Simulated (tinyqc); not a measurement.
Width of the well: optical transitions of a finite quantum well.

Each carrier sees a square well of width L with its own depth V and masses m (inside), mb (outside); c = hbar^2/2m0, k = sqrt(m E/c), kappa = sqrt(mb (V - E)/c), and level n solves k L + 2 atan[(k/m)/(kappa/mb)] = n pi. The envelope is cos(kz) for odd n and sin(kz) for even n inside, joins exp(-kappa (|z| - L/2)) outside, and is normalised to 1. Excitons and band mixing are left out.

Constants: hbar^2/2m0 = 3.80998211 eV angstrom^2; hc = 1239.841984 eV nm.

Values chosen for the exercise (near those of an InGaAs well in InP; the results hold for these values, not for the real material):

| symbol | value | unit | meaning |
|---|---|---|---|
| Eg | 0.795 | eV | gap of the well |
| Vc | 0.246 | eV | conduction offset |
| Vv | 0.333 | eV | valence offset |
| me | 0.0406 | m0 | electron, well |
| meb | 0.0805 | m0 | electron, barrier |
| mh | 0.389 | m0 | heavy hole along z, well |
| mhb | 0.531 | m0 | heavy hole, barrier |
| ml | 0.0504 | m0 | light hole along z, well |
| mlb | 0.1226 | m0 | light hole, barrier |
| Ls | (31, 48, 67, 85, 101, 139, 201) | angstrom | widths |

Edge wavelength hc/(Eg + e1 + hh1), squared e1-hh1 overlap, lh1 - hh1, and the 1-2 intersubband energy with f_12 = (m1/c) E12 z_12^2, 1/m1 = <1|1/m|1> (dash: e2 unbound).

Results:

| L (angstrom) | edge (nm) | overlap^2 | lh1 - hh1 (meV) | E12 (meV) | f_12 |
|---|---|---|---|---|---|
| 31 | 1268.0 | 0.7802 | 85.5 | - | - |
| 48 | 1359.1 | 0.8555 | 61.8 | - | - |
| 67 | 1418.2 | 0.8977 | 44.4 | 175.1 | 0.688 |
| 85 | 1452.9 | 0.9215 | 33.8 | 144.8 | 0.959 |
| 101 | 1474.0 | 0.9359 | 27.2 | 118.0 | 0.974 |
| 139 | 1504.6 | 0.9571 | 17.6 | 75.9 | 0.969 |
| 201 | 1528.2 | 0.9744 | 10.1 | 43.1 | 0.963 |

The edge tunes from 1268 to 1528 nm, towards hc/Eg = 1560 nm, while the overlap goes from 0.780 to 0.974. e2 binds at L = pi sqrt(c/(me Vc)) = 61.4 angstrom; f_12 starts from zero there and is 0.688 at 67 angstrom, the rest going to the continuum; among the widths listed it peaks at 0.974 (101 angstrom) and is 0.963 in the widest well, against 0.961 for hard walls.

Run: tinyqc, `OMP_NUM_THREADS=1 python tinyqc.py 1251642 1251643 out.jsonl`; Intel(R) Xeon(R) Processor @ 2.30GHz, one thread, shared host; about 0.06 s of CPU time with all checks.
